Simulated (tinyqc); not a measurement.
Minority-electron transport through the base of a bipolar transistor (Moll-Ross and Kroemer integrals). Changing the base width W. Computed by tinyqc, a small Python program. Command: `OMP_NUM_THREADS=1 python tinyqc.py 3014042 3014043 out.jsonl base sweep`. One thread of a shared host (Intel(R) Xeon(R) Processor @ 2.30GHz), about 0.01 s of CPU time with the checks.

Low injection, one dimension, x from the emitter edge (0) to the collector edge (W), s = x/W. Recombination is treated as a small correction (valid for tau_B well below tau_n), computed from the stored charge.

Inputs (values chosen for the exercise, modelled on SiGe): intrinsic density n_i at the emitter edge = 8.3e+10 1/cm^3; base doping at the emitter edge N_0 = 8.2e+17 1/cm^3; mu_min = 170 cm^2/(V s); mu_max = 1120 cm^2/(V s); N_ref = 1e+17 1/cm^3; saturation velocity v_s = 1 1e7 cm/s; electron lifetime tau_n = 41 ns; emitter Gummel number G_E = 5.2e+12 s/cm^4; base-emitter voltage V_BE = 0.69 V; temperature T = 300 K; doping ratio N_0/N(W) = 16; gap narrowing across the base dE_g = 36 meV.

Base doping profile: exponential. Gap grading: linear. Exit of the base: saturation velocity.

Constants: k_B = 8.617333262e-05 eV/K; e = 1.602176634e-19 C.

Method:
- N(x) = N_0 (ratio)^(-s); n_i(x)^2 = n_i^2 exp(s dE_g/k_B T); D(x) = (k_B T/e) mu, mu = mu_min + (mu_max - mu_min)/(1 + (N/N_ref)^0.7).
- With y(x) = N n_i^2/(D n_i(x)^2): base Gummel number G_B = int_0^W y dx + N(W) n_i^2/(v_s n_i(W)^2); J_C = e n_i^2 exp(e V_BE/k_B T)/G_B; n(x) = (J_C/e)(n_i(x)^2/(N n_i^2)) [int_x^W y dx + the same exit term]; transit time tau_B = (e/J_C) int n dx; trapezoid rule on 401 even points.
- Emitter-limited gain beta_E = G_E/G_B; recombination-limited gain beta_R = tau_n/tau_B; 1/beta = 1/beta_E + 1/beta_R; f_T from the base alone = 1/(2 pi tau_B).

One run for each value; columns: (1) base width W (nm); (2) base transit time tau_B (ps); (3) current gain beta; (4) f_T from the base alone (GHz); (5) mean velocity W/tau_B (1e7 cm/s); (6) share of the exit term in G_B (%):
```
(1)         (2)    (3)        (4)    (5)    (6)
10    3.657e-02  267.4  4.352e+03  2.734  6.550
32    2.081e-01   87.5  7.648e+02  1.538  2.143
56    5.380e-01   50.4  2.958e+02  1.041  1.236
100   1.530e+00   28.4  1.040e+02  0.654  0.696
180   4.616e+00   15.8  3.448e+01  0.390  0.388
320   1.400e+01    8.9  1.137e+01  0.229  0.219
560   4.189e+01    5.1  3.800e+00  0.134  0.125
1000  1.317e+02    2.8  1.208e+00  0.076  0.070
```

Give the missing row, base width W (nm) = 18.

Computed row; columns: (1) base width W (nm); (2) base transit time tau_B (ps); (3) current gain beta; (4) f_T from the base alone (GHz); (5) mean velocity W/tau_B (1e7 cm/s); (6) share of the exit term in G_B (%):
```
(1)        (2)    (3)        (4)    (5)    (6)
18   8.445e-02  153.0  1.885e+03  2.131  3.748
```

Interpolating between the two neighbouring rows (the first column on a logarithmic scale, the others too where they are positive) misses most in base transit time tau_B (ps), by 4.3 %. Over the rows, base transit time tau_B (ps) rises from 0.0366 to 132 (exponent d ln y / d ln x 1.4 between the first rows and 2.0 between the last); current gain beta falls from 267 to 2.83 (exponent d ln y / d ln x -0.95 between the first rows and -1.0 between the last); f_T from the base alone (GHz) falls from 4350 to 1.21 (exponent d ln y / d ln x -1.4 between the first rows and -2.0 between the last). At the high end the exponent of base transit time tau_B is 1.98, close to 2: diffusion, or drift in a field proportional to 1/W. The exponent of current gain beta stays between -1.01 and -0.95, near -1: emitter-limited gain, or recombination with a transit time limited by the exit velocity.

Caution (rows 10.0, 18.0, 32.0, 56.0): the mean velocity exceeds v_s, so drift-diffusion with a low-field mobility overstates the speed. Caution (rows 10.0, 18.0): the base is only a few mean free paths wide, so transport is partly ballistic.
